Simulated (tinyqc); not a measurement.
# Planar metal-insulator-metal capacitor: capacitance, non-linearity, leakage and relaxation: two studies

A film between two metal electrodes, each interface adding a series capacitance ci. The small-signal permittivity is ek (1 + aq E^2); the field is found with the linear permittivity. Leakage J = J0 sinh(E/Ef). After a voltage step the film passes a relaxation current kr C V tt^(-nr), tt being the time in seconds.

Inputs (values chosen for the exercise); permittivity of the order of that of tantalum oxide: relative permittivity of the film ek = 25.2; film thickness t = 7.3 nm; capacitance of each electrode interface (dead layer and screening) ci = 31 uF/cm^2; quadratic field coefficient of the permittivity aq = 0.01 cm^2/MV^2; bias V = 0.5 V; exponent of the relaxation current nr = 0.959; strength of the relaxation kr = 0.0038; leakage prefactor J0 = 1.1e-11 A/cm^2; field for an e-fold rise of the leakage Ef = 0.44 MV/cm; duration of the write pulse t0 = 1e-8 s.

Constants: eps0 = 8.8541878128e-14 F/cm where lengths are in cm. Results are converted to the units shown.

Each table varies one quantity; the others keep the values above.

## Capacitance, non-linearity and leakage against thickness

Planar film: Cf = eps0 ek/t, 1/C = 1/Cf + 2/ci, EOT = 3.9 eps0/C, effective permittivity C t/eps0, E = (V/t) C/Cf; quadratic coefficient [C(V)/C - 1]/V^2 with Cf (1 + aq E^2) in C(V).

Capacitance, non-linearity and leakage against thickness:
```
t (nm),C (uF/cm^2),EOT (nm),effective permittivity,E (MV/cm),quadratic coefficient (ppm/V^2),J (A/cm^2)
2.5,5.664,0.6097,15.99,1.269,4.065e4,9.812e-11
3.7,4.341,0.7954,18.14,0.9729,2.718e4,4.959e-11
5.5,3.215,1.074,19.97,0.7205,1.644e4,2.721e-11
8.2,2.315,1.492,21.44,0.5187,9151,1.619e-11
12,1.660,2.080,22.50,0.3720,4943,1.045e-11
18,1.148,3.008,23.33,0.2572,2450,6.803e-12
27,0.7846,4.401,23.92,0.1758,1174,4.513e-12
40,0.5384,6.413,24.32,0.1207,562.1,3.054e-12
60,0.3632,9.508,24.61,0.08138,258.7,2.046e-12
```

C falls from 5.66 to 0.363 uF/cm^2 while the effective permittivity goes from 16.0 to 24.6 (ek = 25.2). EOT is a straight line in t with slope 3.9/ek = 0.155 and intercept 0.223 nm. The quadratic coefficient goes as t^(-1.03) between the first two rows and t^(-1.91) between the last two (-2 without interfaces), and J falls by 1.68 decades. For t = 2.5, 3.7 direct tunnelling, left out, would add to the leakage.

## Charge lost after writing

Planar film: Cf = eps0 ek/t, 1/C = 1/Cf + 2/ci, EOT = 3.9 eps0/C, effective permittivity C t/eps0, E = (V/t) C/Cf. A capacitor written for t0 and then left open loses, as a share of C V, kr (tt^(1 - nr) - t0^(1 - nr))/(1 - nr) by relaxation and J tt/(C V) by leakage; both are taken as small, and rows far outside that range are left out.

The same in every row: leakage current (nA/cm^2) = 0.01869.

Charge lost after writing:
```
tt (s),relaxation current (nA/cm^2),loss by relaxation (%),loss by leakage (%),total loss (%)
1e-6,2.753e6,0.9051,1.464e-9,0.9051
1e-5,3.026e5,1.426,1.464e-8,1.426
0.0001,3.325e4,1.998,1.464e-7,1.998
0.001,3654,2.627,1.464e-6,2.627
0.01,401.6,3.318,1.464e-5,3.319
0.1,44.14,4.078,1.464e-4,4.078
1,4.851,4.913,0.001464,4.915
10,0.5331,5.831,0.01464,5.845
100,0.05859,6.839,0.1464,6.986
1000,0.006439,7.948,1.464,9.412
```

The two currents are equal at tt = 329 s. The loss by relaxation grows from 0.905 to 7.95 %, by 0.521 points over the first decade and 1.11 over the last, while the loss by leakage grows tenfold a decade. Relaxation is the larger loss in every row.

Numbers from tinyqc (`OMP_NUM_THREADS=1 python tinyqc.py 2102016 2102017 out.jsonl`; about 0.01 s on one thread of a shared Intel Xeon 2.30GHz).
